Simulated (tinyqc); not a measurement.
What each value does: bond unit of a tetrahedral oxide and its oxygen vacancy in tight binding.

Two sp3 hybrids h1, h2 at eh = (es + 3 ep)/4 point at one oxygen with orbitals s, px, py, pz; x joins the two cations, z bisects the angle phi, and th = (180 - phi)/2. With u = hbar^2/(m d^2) = 2c/d^2, c = hbar^2/2m0: Vhs = -(1.32 + sqrt3 x 1.42) u/2 and Vhp = (1.42 + sqrt3 x 2.22) u/2. <h|s> = Vhs for both; <h1|px> = Vhp cos(th), <h2|px> = -Vhp cos(th); <h|pz> = Vhp sin(th) for both; py is a lone pair. The unit holds 8 electrons. Coupling between units, which widens the levels into bands, is left out.

Constants: hbar^2/2m0 = 3.80998211 eV angstrom^2.

Values chosen for the exercise (near tabulated values for SiO2; shifted at random, so the results belong to these values and not to a real crystal):
- es = -14.63 eV (s level of the cation)
- ep = -7.61 eV (p level of the cation)
- eos = -33.95 eV (s level of oxygen)
- eop = -16.92 eV (p level of oxygen)
- d = 1.62 angstrom (cation-oxygen distance)
- phi = 160 degrees (bond angle at oxygen)
- R = 2.95 angstrom (cation-cation distance across the vacancy)

Spacing from the highest filled to the lowest empty level, excess electrons on oxygen (their number less 6), and the vacancy bond level eh - V2 - eop, V2 = 3.22 x 2c/R^2.

One parameter was then changed.

Results before and after:

| case | spacing (eV) | excess on O | vacancy level (eV) |
|---|---|---|---|
| base | 10.1209 | 1.1264 | 4.7355 |
| changed | 10.4068 | 1.0884 | 4.7355 |

Which of these changes was made? (a) eop = -16.42 eV; (b) phi = 152 degrees; (c) R = 3.1 angstrom; (d) eos = -31.95 eV; (e) d = 1.66 angstrom; (f) ep = -7.11 eV; (g) es = -14.13 eV.

Answer: (b) phi = 152 degrees. Of the candidates, run in turn, only this one gives the changed row.

All candidates:

| case | spacing (eV) | excess on O | vacancy level (eV) |
|---|---|---|---|
| base | 10.1209 | 1.1264 | 4.7355 |
| es = -14.13 eV | 10.2329 | 1.1336 | 4.8605 |
| ep = -7.11 eV | 10.4575 | 1.1477 | 5.1105 |
| eos = -31.95 eV | 10.2771 | 1.1084 | 4.7355 |
| eop = -16.42 eV | 9.6370 | 1.1010 | 4.2355 |
| d = 1.66 angstrom | 9.9053 | 1.1544 | 4.7355 |
| phi = 152 degrees | 10.4068 | 1.0884 | 4.7355 |
| R = 3.1 angstrom | 10.1209 | 1.1264 | 5.0018 |

Program tinyqc; command `OMP_NUM_THREADS=1 python tinyqc.py 1482411 1482412 out.jsonl`; about 0.01 s on one thread of a shared Intel(R) Xeon(R) Processor @ 2.30GHz.
